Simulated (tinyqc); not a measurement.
Inside a calculation. Model: MOSFET in the linear regime without short-channel effects, parameter extraction from computed curves.

tinyqc, about 0.01 s, one thread, Intel Xeon 2.30GHz (shared host): `OMP_NUM_THREADS=1 python tinyqc.py 2210146 2210147 out.jsonl` Printed values are rounded.

Inversion charge Q = Cox n Vt W0(exp((Vg - VT)/(n Vt))), W0 the Lambert function and n = nf; u = Q/Cox; mobility mu = mu0/(1 + th1 u + th2 u^2); channel resistance Rch = (L - dL)/(W mu Q); Id = Vd/(Rch + Rsd/W). Cox = eps0 eox/tox. Small Vd, no channel-length or drain effects.

Parameters, values chosen for the exercise; channel values of the order met in silicon transistors: temperature T = 77 K; relative permittivity of the gate insulator (close to aluminium oxide) eox = 8.75; insulator thickness tox = 5.6 nm; low-field mobility mu0 = 210 cm^2/(V s); first mobility attenuation factor th1 = 0.13 1/V; second mobility attenuation factor th2 = 0 1/V^2; threshold voltage VT = 0.69 V; body factor nf = 1.08; gate width W = 10 um; drawn gate length L = 0.058 um; drawn less effective length dL = 0.015 um; source plus drain resistance Rsd = 95 ohm um; drain voltage Vd = 0.01 V.

Constants: q = 1.602176634e-19 C, kB = 1.380649e-23 J/K, Vt = kB T/q, eps0 = 8.8541878128e-14 F/cm where lengths are in cm. Results are converted to the units shown.

## Transfer curve

Vg, point 0 to 8 (V): 0.45  0.57  0.69  0.81  0.93  1.05  1.17  1.29  1.41

u, mu, Rch and Id as defined.

```
point	u (V)	mu (cm^2/(V s))	Rch (ohm)	Id (uA)
0	2.04396e-17	210	7.24115e17	1.38100e-14
1	3.82719e-10	210.000	3.86723e10	2.58583e-7
2	0.00406425	209.889	3643.59	2.73741
3	0.101037	207.277	148.411	63.3269
4	0.215606	204.274	70.5708	124.889
5	0.332501	201.299	46.4371	178.772
6	0.450328	198.386	34.7905	225.782
7	0.568656	195.544	27.9515	267.012
8	0.687298	192.776	23.4586	303.411
```

## Threshold and mobility at the peak transconductance

gm_i = (Id_(i+1) - Id_(i-1))/(Vg_(i+1) - Vg_(i-1)); at the point j of largest gm the tangent meets the axis at V_ext = Vg_j - Id_j/gm_j; field-effect mobility gm_j L/(W Cox Vd) with the drawn L.

gm, point 1 to 7 (uS): 11.4059  263.862  508.967  481.022  420.387  367.666  323.452
j = 3
V_ext = 0.685577 V
field-effect mobility = 213.377 cm^2/(V s)

V_ext is 4.4 mV below the model VT, and the mobility so found is 25 % below mu0 L/(L - dL) = 283 cm^2/(V s), the value for the drawn L; attenuation, series resistance and the slow approach of Q to a straight line all lower the peak gm.

## The Y function

Y_i = Id_i/sqrt(gm_i). For Id = beta Vd x/(1 + th x), x = Vg - VT, Y = sqrt(beta Vd) x whatever th. Slope s from points 4 and 7; VT_Y = Vg - Y/s at point 7; beta = s^2/Vd; mobility beta L/(W Cox) with the drawn L; th* = (beta Vd x/Id - 1)/x at point 7.

Y, point 1 to 7 (uA^0.5 V^0.5): 7.65659e-8  0.168520  2.80701  5.69433  8.71918  11.7751  14.8466
s = 25.4228 uA^0.5 V^-0.5
VT_Y = 0.706015 V
beta = 64632.1 uA/V^2
mobility from Y = 270.961 cm^2/(V s)
th* = 0.708196 1/V

The mobility from Y is 4.3 % below mu0 L/(L - dL) = 283 cm^2/(V s), which it should reach in deep inversion when th2 = 0. th* compares with th1 + mu0 Cox Rsd/(L - dL) = 0.772 1/V, since series resistance enters like th1.
